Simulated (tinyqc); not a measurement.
Raising U: Hubbard chain of 6 sites, mean field against exact. Computed by the program tinyqc. Collinear unrestricted mean field (the lowest of 40 random starts) against exact diagonalisation.

one-body matrix (hopping and site energies) (eV):
```
,1,2,3,4,5,6
1,0.4200,-1.1200,0.0000,0.0000,0.0000,0.0000
2,-1.1200,0.3500,-1.1200,0.0000,0.0000,0.0000
3,0.0000,-1.1200,0.0400,-1.1200,0.0000,0.0000
4,0.0000,0.0000,-1.1200,-0.0900,-1.1200,0.0000
5,0.0000,0.0000,0.0000,-1.1200,-0.4200,-1.1200
6,0.0000,0.0000,0.0000,0.0000,-1.1200,0.0100
```

electrons, up and down: 3  3

Exact and mean-field results (eV):
```
U,U/t,E exact,E mean field,mean |n_up - n_down|,"double occupancy, exact",first gap in the sector
0.5600,0.5000,-6.771876,-6.733861,0.0000,0.2291,0.8607
1.1200,1.0000,-6.041165,-5.888513,0.0000,0.2058,0.7768
2.2400,2.0000,-4.811568,-4.258855,0.3875,0.1606,0.6410
3.3600,3.0000,-3.869288,-3.102006,0.6671,0.1211,0.5335
4.4800,4.0000,-3.163677,-2.355720,0.8011,0.0904,0.4486
6.7200,6.0000,-2.232549,-1.517629,0.9088,0.0524,0.3316
8.9600,8.0000,-1.672056,-1.073689,0.9483,0.0330,0.2593
13.4400,12.0000,-1.051815,-0.618539,0.9769,0.0160,0.1786
22.4000,20.0000,-0.520598,-0.248969,0.9917,0.0061,0.1090
```

What does the comparison show, and why?

In absolute terms mean field is worst at U/t = 4.0, 0.808 eV too high: at small U it is nearly exact, and at large U it misses only exchange-scale energies. Its local moments set in at U/t = 2.0 of those listed, a broken symmetry that the exact state of a finite cluster with equal spins does not have. Relative to the exact energy its error is 0.6 % at the smallest U, 52 % at most and 52 % at the largest. The double occupancy falls from 0.229 to 0.006.
